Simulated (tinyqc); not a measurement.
# Electron continuity equation in a given potential, Scharfetter-Gummel discretisation: error of the current against the mesh

Steady state in one dimension: J = q mu n E + q D dn/dx with E = -dpsi/dx and D = mu Vt, dJ/dx = 0, fixed densities nL and nR at the ends. The potential is given, psi = 0 for x < L/2 and U (2 x/L - 1) beyond, and is not changed by the electrons.

Fluxes J_i = (q D/h)(n_(i+1) P_i - n_i Q_i), d_i = (psi_(i+1) - psi_i)/Vt: Scharfetter-Gummel P = B(d), Q = B(-d), B(d) = d/(exp(d) - 1); central P = 1 - d/2, Q = 1 + d/2; upwind P = 1 + max(-d, 0), Q = 1 + max(d, 0). Balance at each inner node: J_i - J_(i-1) = 0. The reference is Scharfetter-Gummel on 4000 intervals or more. Errors are those of J on the first interval against the reference at its midpoint; errors under 1e-6 % are printed as 0.

Inputs (values chosen for the exercise); mobility close to that of gallium phosphide at room temperature: temperature T = 273 K; electron mobility mu = 254 cm^2/(V s); length of the region L = 9.2 um; density at x = 0 nL = 6.1e15 cm^-3; density at x = L nR = 0 cm^-3; potential difference psi(L) - psi(0) U = -0.23 V.

Constants: q = 1.602176634e-19 C, kB = 1.380649e-23 J/K, Vt = kB T/q. Results are converted to the units shown.

The same in every row: reference J (A/cm^2) = -0.007041.

Error of the current against the mesh:
```
N	largest |d|	SG error (%)	central error (%)	upwind error (%)
5	3.911	-0.0233	1770	2.19e4
10	1.955	2.80e-6	-100	7430
20	0.9777	3.09e-6	-59.9	1810
40	0.4888	3.06e-6	-18.3	514
80	0.2444	2.92e-6	-4.79	180
160	0.1222	2.74e-6	-1.21	73.7
```

What does the comparison show?

From N = 80 to 160 the error shrinks by 1.1 (Scharfetter-Gummel), 4.0 (central), 2.4 (upwind); 4 marks second order and 2 first order. At N = 5 the errors are -0.023, 1800 and 22000 %. The central densities go negative for N = 5, so its current there is not to be trusted, whatever its error.

Numbers from tinyqc (`OMP_NUM_THREADS=1 python tinyqc.py 2220144 2220145 out.jsonl`; about 0.01 s on one thread of a shared Intel Xeon 2.30GHz).
